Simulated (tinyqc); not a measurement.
Phonon-assisted absorption at an indirect gap: sweeps and comparisons. A value that a table varies takes the place of the one given here.

alpha(E) = sum_j A_j [N_j (E - Eg + w_j)^2 + (N_j + 1)(E - Eg - w_j)^2], each bracket counted only where its base is positive; N_j = 1/(exp(w_j/kB T) - 1). The first term absorbs a phonon and the second emits one; excitons and direct transitions are left out.

Photodiode (Gaertner form with a dead layer): QE = (1 - R) exp(-alpha xj) [1 - exp(-alpha W)/(1 + alpha L)], R = ((nr - 1)/(nr + 1))^2; responsivity = QE/E in A/W for E in eV.

Constants: kB = 8.617333262e-05 eV/K.

Inputs chosen for the exercise (loosely those of SiGe at room temperature; Eg is not tied to T; shifted at random, so the results belong to these values and not to a real crystal):
- Eg = 0.954 eV (indirect gap, held fixed unless listed)
- w = (51.9, 15.5) meV (two zone-edge phonons)
- A = (2500, 280) 1/(cm eV^2) (their strengths)
- T = 300 K
- nr = 3.79 (refractive index)
- xj = 0.17 micrometre (dead layer at the surface)
- W = 4.9 micrometre (depleted width)
- L = 150 micrometre (minority diffusion length below it)
- E = 1.292 eV (photon energy)

## The square root of alpha at three temperatures

The gap is held fixed, so only the phonon occupations change.

sqrt(alpha) (1/cm^(1/2)):

| E - Eg (eV) | 77 K | 150 K | 300 K |
|---|---|---|---|
| -0.04 | 0.012 | 0.081 | 0.234 |
| -0.02 | 0.032 | 0.216 | 0.628 |
| 0.00 | 0.100 | 0.391 | 1.061 |
| 0.02 | 0.222 | 0.631 | 1.564 |
| 0.04 | 0.536 | 1.000 | 2.168 |
| 0.07 | 1.405 | 1.895 | 3.324 |
| 0.10 | 2.902 | 3.380 | 4.961 |
| 0.15 | 5.526 | 6.077 | 8.011 |
| 0.20 | 8.177 | 8.832 | 11.177 |
| 0.30 | 13.496 | 14.383 | 17.606 |
| 0.45 | 21.486 | 22.736 | 27.322 |
| 0.60 | 29.479 | 31.098 | 37.063 |

What can be read from the table?

Below the gap only phonon absorption acts: at E - Eg = -0.02 eV sqrt(alpha) is 0.032, 0.216 and 0.628 at 77, 150 and 300 K. A straight line through the last two rows meets the axis at E - Eg = +0.0468, +0.0422 and +0.0293 eV: the intercept is roughly a weighted mean of the thresholds, not the gap, and it moves from the emission side towards Eg as the occupations grow. At the last row alpha grows by a factor 1.58 from the lowest to the highest temperature at fixed gap.

## Spectral response

Response:

| E (eV) | wavelength (nm) | alpha (1/cm) | 1/alpha (micrometre) | dead layer | collected | QE | A/W |
|---|---|---|---|---|---|---|---|
| 0.97 | 1278 | 2.13 | 4.70e+03 | 1.000 | 0.032 | 0.021 | 0.022 |
| 1.01 | 1228 | 7.33 | 1.37e+03 | 1.000 | 0.102 | 0.068 | 0.067 |
| 1.07 | 1159 | 35.0 | 286 | 0.999 | 0.355 | 0.235 | 0.219 |
| 1.15 | 1078 | 119 | 83.8 | 0.998 | 0.662 | 0.436 | 0.379 |
| 1.25 | 992 | 301 | 33.2 | 0.995 | 0.844 | 0.554 | 0.444 |
| 1.40 | 886 | 732 | 13.7 | 0.988 | 0.942 | 0.615 | 0.439 |
| 1.60 | 775 | 1.60e+03 | 6.23 | 0.973 | 0.982 | 0.631 | 0.395 |
| 1.85 | 670 | 3.17e+03 | 3.15 | 0.948 | 0.996 | 0.623 | 0.337 |
| 2.15 | 577 | 5.75e+03 | 1.74 | 0.907 | 0.999 | 0.599 | 0.279 |
| 2.55 | 486 | 1.04e+04 | 0.964 | 0.838 | 1.000 | 0.554 | 0.217 |

What does this show, and why?

QE is highest, 0.631, at 1.60 eV of those listed and the responsivity at 1.25 eV; reflection alone caps QE at 0.661. Near the gap weak absorption limits it (collected share 0.032); at the top the dead layer passes 0.838. Far above the gap the quadratic law and a constant index are only rough; in the real crystal direct transitions take over near 2 eV, so the rows above that understate alpha.

## What moves the response

At the energy E. Each row changes one parameter from the base and keeps the others.

Results:

| case | alpha (1/cm) | QE |
|---|---|---|
| base | 402.5 | 0.5797 |
| Eg = 0.934 eV | 456.2 | 0.5888 |
| T = 350 K | 456.6 | 0.5888 |
| W = 9.8 micrometre | 402.5 | 0.5934 |
| L = 75 micrometre | 402.5 | 0.5222 |
| xj = 0.34 micrometre | 402.5 | 0.5757 |
| nr = 3.98 | 402.5 | 0.5632 |

What can be read from the table?

The largest shifts from the base row, up to three for each result and ties (the steps differ in size, so this ranks the rows, not the parameters). alpha (1/cm): T +54.1, Eg +53.6; unchanged at the printed digits by W, L, xj and nr. QE: L -0.0575, nr -0.0165, W +0.0137.

tinyqc: `OMP_NUM_THREADS=1 python tinyqc.py 1682605 1682606 out.jsonl`; about 0.01 s, one thread, shared Intel(R) Xeon(R) Processor @ 2.30GHz.
